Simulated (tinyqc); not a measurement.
What each parameter does: band edges of strained Si(1-x)Ge(x) on relaxed Si(1-y)Ge(y).

Values are linear in the Ge fraction but for ED(x) = linear - CD x (1 - x) and a(x) = linear - Ca x (1 - x). Energies are on the common scale of Ev.

Coherent growth on a (111) face: e_par = (a(y) - a(x))/a(x), e_perp = -(2 C11 + 4 C12 - 4 C44)/(C11 + 2 C12 + 4 C44) e_par; exx = eyy = ezz = (2 e_par + e_perp)/3 and exy = eyz = ezx = (e_perp - e_par)/3.

A valley with unit axis u lies at Ev + gap + (av + a_valley) tr(e) + Xu (u.e.u - tr(e)/3); the Delta axes are x, y, z and the L axes [111], [1-1-1], [-11-1], [-1-11]. The second-order shift of the Delta valleys under shear is left out; it lowers the pair normal to the sheared plane by tens of meV at a shear of 1 %.

Valence edges: Ev plus the levels of the 6 x 6 matrix of X, Y, Z times spin with -Dso/3 + l exx + m (eyy + ezz) on the diagonal (cyclic), n exy off it, l = av + 2 b, m = av - b, n = sqrt(3) d. Spin-orbit term (Dso/3) L.sigma on X, Y, Z with (L_k)_ij = -i epsilon_kij: <X+|H|Y+> = -i Dso/3, <X+|H|Z-> = Dso/3, <Y+|H|Z-> = -i Dso/3, <Z+|H|X-> = -Dso/3, <Z+|H|Y-> = i Dso/3, <X-|H|Y-> = i Dso/3, and their conjugates; + and - are the spin along z.

Parameters, chosen for this exercise (end members near Si and Ge, in this order; not measured data): a = (5.428, 5.65) angstrom (lattice constant); Dso = (0.044, 0.289) eV (spin-orbit splitting); av = (2.45, 1.26) eV (valence hydrostatic potential); b = (-2.08, -2.52) eV (tetragonal shear potential); d = (-4.84, -5.33) eV (trigonal shear potential); C11 = (163.5, 129.2) GPa; C12 = (63.3, 47.8) GPa; C44 = (80.7, 65.9) GPa; Ev = (0, 0.61) eV (top of the unstrained valence band); ED = (1.142, 0.937) eV (gap to the Delta valleys); EL = (2.002, 0.731) eV (gap to the L valleys); aD = (1.64, 1.28) eV (hydrostatic potential of the Delta gap); aL = (-3.05, -3.05) eV (hydrostatic potential of the L gap); XuD = (8.88, 9.46) eV (uniaxial potential, Delta); XuL = (16.58, 14.89) eV (uniaxial potential, L); CD = 0.227 eV (bowing of the Delta gap); Ca = 0 angstrom (bowing of the lattice constant); face = 111 (growth face); x = 0.45 (Ge fraction of the layer); y = 0 (Ge fraction of the relaxed buffer).

dEc = Ec(buffer) - Ec(layer), dEv = Ev(layer) - Ev(buffer); buffer edges Ev(y) and Ev(y) + min(ED, EL).

Results for these values:
```
case  gap (eV)  valence splitting (meV)  dEc (eV)  dEv (eV)
base    0.8768                     76.1   -0.0283    0.2935
```

What happens to each result for Dso = (0.051, 0.332) eV, all else kept?

Answer: gap does not change at the printed digits; valence splitting rises from 76.1 to 83.1; dEc does not change at the printed digits; dEv does not change at the printed digits.

The same for each parameter in turn:
```
case                       gap (eV)  valence splitting (meV)  dEc (eV)  dEv (eV)
base                         0.8768                     76.1   -0.0283    0.2935
x = 0.48                     0.8627                     80.2   -0.0349    0.3142
y = 0.03                     0.8846                     74.2   -0.0292    0.2739
CD = 0.277 eV                0.8644                     76.1   -0.0159    0.2935
Dso = (0.051, 0.332) eV      0.8768                     83.1   -0.0283    0.2935
d = (-5.566, -6.129) eV      0.8657                     79.6   -0.0283    0.3046
XuL = (19.067, 17.124) eV    0.8768                     76.1   -0.0283    0.2935
aL = (-3.507, -3.507) eV     0.8768                     76.1   -0.0283    0.2935
aD = (1.886, 1.472) eV       0.8704                     76.1   -0.0219    0.2935
```

The lowest valleys of the layer are Delta6, so among the conduction-band potentials only those of that family reach the gap and dEc; the buffer is unstrained. A shift large enough to swap the lowest family would change that.

Run: tinyqc, `OMP_NUM_THREADS=1 python tinyqc.py 1080308 1080309 out.jsonl`; Intel(R) Xeon(R) Processor @ 2.30GHz, one thread, shared host; about 0.01 s of CPU time with all checks.
